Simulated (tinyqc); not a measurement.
Full result against the linear law: strain, valley repopulation and piezoresistance in a many-valley conduction band. Computed by tinyqc, a small Python program. Command: `OMP_NUM_THREADS=1 python tinyqc.py 3028385 3028386 out.jsonl valleys walk`. One thread of a shared host (Intel(R) Xeon(R) Processor @ 2.30GHz), about 0.02 s of CPU time with the checks.

Valleys are ellipsoids with mass m_l along the axis a and m_t across it, parabolic, with one constant relaxation time; strain shifts the valleys and leaves the masses alone. Currents are taken along [110], along the load, and along [001], across the load.

Inputs (values chosen for the exercise, for a model crystal):

| quantity | value | unit |
|---|---|---|
| longitudinal mass m_l | 1.02 | m_0 |
| transverse mass m_t | 0.198 | m_0 |
| shear deformation potential Xi_u | 8.9 | eV |
| dilation deformation potential Xi_d | 0.9 | eV |
| C11 | 158 | GPa |
| C12 | 60.1 | GPa |
| C44 | 77 | GPa |
| electron density n | 4.4e+15 | 1/cm^3 |
| relaxation time tau | 64 | fs |
| temperature T | 300 | K |

Valley axes: <100> (6 valleys in 3 pairs). Load: uniaxial [110].

Constants: k_B = 8.617333262e-05 eV/K; m_0 = 9.1093837015e-31 kg; k_B = 1.380649e-23 J/K; hbar = 1.054571817e-34 J s; e = 1.602176634e-19 C.

Method:
- Each of the 6 valleys holds n_v = N_v (2/sqrt(pi)) F_1/2((E_F - dE_v)/(k_B T)), N_v = 2 (m_d k_B T/(2 pi hbar^2))^(3/2), m_d = (m_l m_t^2)^(1/3); E_F solves sum n_v = n and is counted from the unstrained edge.
- F_j(eta) = int_0^infinity x^j/(1 + exp(x - eta)) dx, without a gamma-function factor. It is evaluated after integrating by parts.
- Integrals over x = E/(k_B T) use 160 Gauss-Legendre points in u = sqrt(x) from 0 to sqrt(max(eta, 0) + 32).
- With eta_0 the reduced Fermi level without strain, r = F_-1/2(eta_0)/(2 F_1/2(eta_0)) (1 for a classical gas) and c = r (Xi_u/k_B T) (m_l - m_t)/(2 m_l + m_t): pi11 = -(2/3) c (S11 - S12), pi12 = -pi11/2, pi44 = 0, with S11 - S12 = 1/(C11 - C12).
- Compliances S11 = (C11 + C12)/((C11 - C12)(C11 + 2 C12)), S12 = -C12/((C11 - C12)(C11 + 2 C12)), S44 = 1/C44; stress sigma_ij = X n_i n_j for the unit vector n of the load; e_xx = S11 sigma_xx + S12 (sigma_yy + sigma_zz), e_xy = S44 sigma_xy/2 (tensor strain).
- Herring-Vogt shift of a valley with unit axis a: dE = Xi_d tr(e) + Xi_u a.e.a.
- Mobility tensor mu = e tau sum_v (n_v/n) [1/m_t + (1/m_l - 1/m_t) a a^T]; unstrained mu_0 = e tau (1/m_l + 2/m_t)/3; resistivity along d from the inverse tensor, rho_d = d.mu^-1.d/(n e), mobility along d = 1/(d.mu^-1.d); gauge pi_d = (rho_d/rho_0 - 1)/X.
- Linear theory: pi_l = (pi11 + pi12 + pi44)/2, pi_t = pi12 along [001].

pi11 = -86.1016 1e-11/Pa

pi12 = 43.0508 1e-11/Pa

pi44 = 0 1e-11/Pa

Resistance changes (%); at 2000 MPa the strain is near or above 1 %, where band warping, left out here, matters:

| X (MPa) | splitting (meV) | largest share | first direction | linear | second direction | linear |
|---|---|---|---|---|---|---|
| -2000 | 90.909 | 0.49268 | 21.298 | 43.051 | -25.99 | -86.102 |
| -1000 | 45.455 | 0.46033 | 16.270 | 21.525 | -21.87 | -43.051 |
| -400 | 18.182 | 0.40081 | 8.032 | 8.610 | -12.94 | -17.220 |
| -150 | 6.818 | 0.36125 | 3.173 | 3.229 | -5.80 | -6.458 |
| -50 | 2.273 | 0.34295 | 1.071 | 1.076 | -2.08 | -2.153 |
| 50 | 2.273 | 0.35315 | -1.080 | -1.076 | 2.23 | 2.153 |
| 150 | 6.818 | 0.39426 | -3.248 | -3.229 | 7.20 | 6.458 |
| 400 | 18.182 | 0.50253 | -8.527 | -8.610 | 22.92 | 17.220 |
| 1000 | 45.455 | 0.74365 | -18.438 | -21.525 | 82.52 | 43.051 |
| 2000 | 90.909 | 0.94392 | -25.172 | -43.051 | 205.61 | 86.102 |

Along the first direction the linear law holds within 10 % for 6 of the 10 stresses, at -400, -150, -50.0, 50.0, 150, 400 MPa. At the largest compression the full change is +21.3 % against the linear +43.1 %, at the largest tension -25.2 % against -43.1 %: once the splitting is comparable with k_B T (or E_F) the populations no longer follow it linearly, and the change must saturate when the upper valleys are empty.

Extremes, crossings and ranges named in words are read from the listed rows.
